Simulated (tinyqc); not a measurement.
Worked calculation: shallow acceptor in the spherical four-band model. Values are carried at full precision from step to step, so a last printed digit may differ when a step is redone from the rounded ones.

Units Ry* = Ry/(g1 eps^2) and a* = a0 eps g1; mu = (6 g3 + 4 g2)/(5 g1) is the spherical heavy-light coupling and delta = (g3 - g2)/g1 the cubic term, which is left out.

Constants: Ry = 13.60569312 eV; a0 (Bohr radius) = 0.5291772105 angstrom.

Values chosen for the exercise (near those of a shallow acceptor in GaP, where the small spin-orbit splitting and strong warping make this model rough; not measured data):
```
symbol  value                unit    meaning
g1      4.08                         Luttinger gamma1
g2      0.48                         gamma2
g3      1.24                         gamma3
eps     10.8                         dielectric constant
al      (0.172, 1.03, 6.18)  1/a*^2  exponents a_i, the same for f and g
Dso     0.08                 eV      spin-orbit splitting
```

## Units and couplings

Give Ry*, a*, mu, delta and the spherical masses 1/(g1 (1 -/+ mu)).

Ry* = 28.590 meV
a* = 23.32 angstrom
mu = 0.4588
delta = 0.1863

heavy and light mass (m0): 0.4529  0.1680

A hydrogen model with the heavy mass would bind by Ry*/(1 - mu) = 52.8 meV and with the light mass by 19.6 meV. delta/mu = 0.41: the cubic term is not small, so the spherical result is a first estimate.

## Matrices in a small basis

The ground state 1S3/2 has an L = 0 part f(r) and an L = 2 part g(r). In units of Ry* and a*, with Gaussians f_i = exp(-a_i r^2), g_i = r^2 exp(-a_i r^2), A = a_i + a_j and I(n) = Gamma((n + 1)/2)/(2 A^((n + 1)/2)): S_ff = I(2), S_gg = I(6), H_ff = (6 a_i a_j/A) I(2) - 2 I(1), H_gg = (14 a_i a_j/A) I(6) - 2 I(5), H_fg = -mu [15 I(2) - 20 a_j I(4) + 4 a_j^2 I(6)]; each function is then normalised. The split-off band is left out.

Form S and H.

S, lower triangle:
```
,f1,f2,f3,g1,g2,g3
f1,1.0000
f2,0.5861,1.0000
f3,0.1850,0.5855,1.0000
g1,0,0,0,1.0000
g2,0,0,0,0.2875,1.0000
g3,0,0,0,0.0195,0.2868,1.0000
```

H (Ry*), lower triangle:
```
,f1,f2,f3,g1,g2,g3
f1,-0.8076
f2,-0.9318,-0.1491
f3,-0.8663,-0.4465,10.6060
g1,-0.3056,-0.5261,-0.2140,0.4981
g2,-0.0879,-1.8303,-3.1492,0.2138,5.4825
g3,-0.0060,-0.5249,-10.9820,-0.0135,2.6176,39.0285
```

## Ground state in the small basis

Solve H u = E S u for the lowest level of the acceptor; the first half of the basis is L = 0 and the second L = 2. Give E, E without the f-g block, and the L = 2 weight u_g S_gg u_g with u S u = 1.

E = -1.211 Ry*
E without coupling = -0.989 Ry*
L = 2 weight = 0.083

Without the coupling the exact value is -1, which this basis, tuned to the compact coupled state, misses by 0.011. The coupling to L = 2 takes the level to 1.21 times that exact value.

## Converged result

Converged values use 22 exponents 2.2^i, i = -7 to 14, for f and for g.
Ground and next level of the same symmetry, L = 2 weight and mean radius.

1S3/2 and 2S3/2 (Ry*): -1.239  -0.337

binding energies (meV): 35.4  9.6

L = 2 weight = 0.092
<r> = 29.1 angstrom

The small basis reaches 98 % of the binding. The ratio 1S/2S is 3.68 (4 for hydrogen). The binding is 0.44 of Dso, so the split-off band, left out here, would deepen it noticeably.

## Checks

- Level at mu = 0 against -1 Ry*: both -1.0000.
- Ground level from a second, denser basis, Ry*: both -1.239.

Program tinyqc; command `OMP_NUM_THREADS=1 python tinyqc.py 1281252 1281253 out.jsonl`; about 0.03 s on one thread of a shared Intel(R) Xeon(R) Processor @ 2.30GHz.
